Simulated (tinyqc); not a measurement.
CIS on RHF in the 3-21g basis, for H3-, spin multiplicity 1, step by step. The basis has no diffuse functions, so it cannot describe the extra electron: this is an exercise in the method, not the real anion. One step of it, computed by the program tinyqc.

Problem. CIS matrix, triplets. A(ia,jb) = (e_a - e_i) d_ij d_ab - (ij|ab).

orbital energies (hartree): MO1 -0.369233, MO2 0.152989, MO3 0.568014, MO4 1.213980, MO5 1.559881, MO6 1.911027

Two-electron integrals over orbitals (pq|rs), unique and non-zero (hartree):
```
(11|11) 0.612449    (21|11) -0.013520   (21|21) 0.099386    (22|11) 0.459268
(22|21) 0.013937    (22|22) 0.440310    (31|11) 0.035203    (31|21) 0.002218
(31|22) -0.020954   (31|31) 0.068974    (32|11) 0.004241    (32|21) -0.045149
(32|22) -0.007969   (32|31) -0.003067   (32|32) 0.042947    (33|11) 0.425885
(33|21) -0.006971   (33|22) 0.360276    (33|31) 0.024867    (33|32) 0.004437
(33|33) 0.383361    (41|11) -0.140169   (41|21) 0.009491    (41|22) -0.061163
(41|31) -0.017242   (41|32) -0.001366   (41|33) -0.042419   (41|41) 0.091515
(42|11) 0.014584    (42|21) -0.000294   (42|22) 0.007741    (42|31) 0.001252
(42|32) -0.005459   (42|33) 0.003795    (42|41) -0.011370   (42|42) 0.024866
(43|11) -0.020540   (43|21) 0.002051    (43|22) -0.017130   (43|31) 0.021691
(43|32) -0.002091   (43|33) 0.000859    (43|41) 0.020678    (43|42) 0.001191
(43|43) 0.039204    (44|11) 0.518540    (44|21) -0.022769   (44|22) 0.391096
(44|31) 0.046432    (44|32) 0.008033    (44|33) 0.388889    (44|41) -0.104045
(44|42) 0.010564    (44|43) -0.005856   (44|44) 0.474068    (51|11) -0.000383
(51|21) -0.064923   (51|22) -0.013105   (51|31) -0.003294   (51|32) 0.023909
(51|33) -0.000139   (51|41) -0.004918   (51|42) 0.026686    (51|43) 0.001875
(51|44) 0.008531    (51|51) 0.075585    (52|11) -0.131224   (52|21) -0.007288
(52|22) -0.088623   (52|31) 0.010423    (52|32) 0.002101    (52|33) -0.048936
(52|41) 0.061269    (52|42) -0.001914   (52|43) 0.002769    (52|44) -0.084857
(52|51) 0.015941    (52|52) 0.092037    (53|11) -0.003012   (53|21) 0.010621
(53|22) -0.000303   (53|31) 0.002236    (53|32) 0.003359    (53|33) 0.000571
(53|41) 0.004099    (53|42) -0.009952   (53|43) 0.001278    (53|44) -0.002159
(53|51) -0.019564   (53|52) -0.003507   (53|53) 0.014194    (54|11) -0.011491
(54|21) 0.079493    (54|22) 0.006685    (54|31) 0.006709    (54|32) -0.033491
(54|33) -0.003637   (54|41) 0.009781    (54|42) -0.006015   (54|43) 0.002015
(54|44) -0.018374   (54|51) -0.061041   (54|52) -0.003750   (54|53) 0.011168
(54|54) 0.075309    (55|11) 0.528602    (55|21) 0.032153    (55|22) 0.474772
(55|31) -0.025457   (55|32) -0.014757   (55|33) 0.373804    (55|41) -0.108668
(55|42) 0.007864    (55|43) -0.014536   (55|44) 0.437148    (55|51) -0.035639
(55|52) -0.156207   (55|53) 0.004244    (55|54) 0.022618    (55|55) 0.590940
(61|11) -0.018402   (61|21) -0.005213   (61|22) 0.039513    (61|31) -0.057420
(61|32) 0.004391    (61|33) -0.017216   (61|41) 0.020297    (61|42) 0.002700
(61|43) 0.015313    (61|44) -0.033160   (61|51) 0.007587    (61|52) -0.038550
(61|53) -0.001381   (61|54) -0.011710   (61|55) 0.069548    (61|61) 0.099686
(62|11) -0.006645   (62|21) 0.055542    (62|22) 0.006307    (62|31) 0.005012
(62|32) -0.022340   (62|33) -0.002037   (62|41) 0.006623    (62|42) -0.015776
(62|43) -0.000737   (62|44) -0.010222   (62|51) -0.055938   (62|52) -0.007266
(62|53) 0.019033    (62|54) 0.049666    (62|55) 0.019705    (62|61) -0.009665
(62|62) 0.051730    (63|11) -0.116615   (63|21) 0.005454    (63|22) -0.056442
(63|31) -0.026254   (63|32) -0.001002   (63|33) -0.048393   (63|41) 0.057837
(63|42) -0.006019   (63|43) 0.007708    (63|44) -0.087791   (63|51) -0.000464
(63|52) 0.043204    (63|53) 0.001940    (63|54) 0.003684    (63|55) -0.081253
(63|61) 0.022713    (63|62) 0.002887    (63|63) 0.054625    (64|11) 0.042387
(64|21) 0.009266    (64|22) -0.023435   (64|31) 0.066058    (64|32) -0.006792
(64|33) 0.025912    (64|41) -0.030812   (64|42) -0.001430   (64|43) -0.000632
(64|44) 0.056072    (64|51) -0.011740   (64|52) 0.022182    (64|53) 0.002726
(64|54) 0.016255    (64|55) -0.044995   (64|61) -0.091479   (64|62) 0.012415
(64|63) -0.032611   (64|64) 0.102259    (65|11) 0.016363    (65|21) -0.099301
(65|22) -0.015371   (65|31) -0.000636   (65|32) 0.052041    (65|33) 0.008251
(65|41) -0.013931   (65|42) 0.019749    (65|43) -0.000263   (65|44) 0.026638
(65|51) 0.090520    (65|52) 0.013133    (65|53) -0.019297   (65|54) -0.092182
(65|55) -0.042041   (65|61) 0.005626    (65|62) -0.075850   (65|63) -0.007626
(65|64) -0.010921   (65|65) 0.137478    (66|11) 0.617905    (66|21) -0.020300
(66|22) 0.460469    (66|31) 0.041833    (66|32) 0.007441    (66|33) 0.430856
(66|41) -0.165704   (66|42) 0.018187    (66|43) -0.029417   (66|44) 0.534857
(66|51) 0.004909    (66|52) -0.143957   (66|53) -0.005270   (66|54) -0.017948
(66|55) 0.546778    (66|61) -0.031805   (66|62) -0.011900   (66|63) -0.136724
(66|64) 0.058382    (66|65) 0.027477    (66|66) 0.679466
```

Give: CIS matrix A, triplet.

Solution.

CIS matrix A, triplet (hartree), lower triangle:
```
         1>3      1>4      1>5      1>6     2>3      2>4     2>5     2>6
1>3   0.5114
1>4   0.0205   1.0647
1>5   0.0030   0.0115   1.4005
1>6   0.1166  -0.0424  -0.0164   1.6624
2>3   0.0070  -0.0021  -0.0106  -0.0055  0.0547
2>4  -0.0021   0.0228  -0.0795  -0.0093  0.0171   0.6699
2>5  -0.0106  -0.0795  -0.0322   0.0993  0.0003  -0.0067  0.9321
2>6  -0.0055  -0.0093   0.0993   0.0203  0.0564   0.0234  0.0154  1.2976
```
